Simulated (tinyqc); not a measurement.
# Doping from the ideality factor

Inverse problem. For thermionic-field emission over a Schottky barrier the ideality factor is n = u coth(u) with u = E00/Vt and E00 = (hbar/2) sqrt(Nd/(me m0 eps0 eps_r)) in SI units (volts). Find u, E00 and Nd.

Values chosen for this exercise; band and dielectric values close to those of gallium arsenide:
- T = 350 K (temperature)
- me = 0.0668 m0 (electron mass)
- eps_r = 12.7 (relative permittivity)

Constants: q = 1.602176634e-19 C, kB = 1.380649e-23 J/K, eps0 = 8.8541878128e-12 F/m, hbar = 1.054571817e-34 J s, m0 = 9.1093837015e-31 kg, Vt = kB T/q. Results are converted to the units shown.

n = 1.0603132

Solution. u coth(u) rises steadily from 1, so n fixes u; the definition of E00 then gives Nd.

u = 0.4279
E00 = 12.91 meV
Nd = 4.100e17 cm^-3

Program tinyqc, `OMP_NUM_THREADS=1 python tinyqc.py 2640036 2640037 out.jsonl`; Intel Xeon 2.30GHz, shared host, one thread, about 0.01 s.
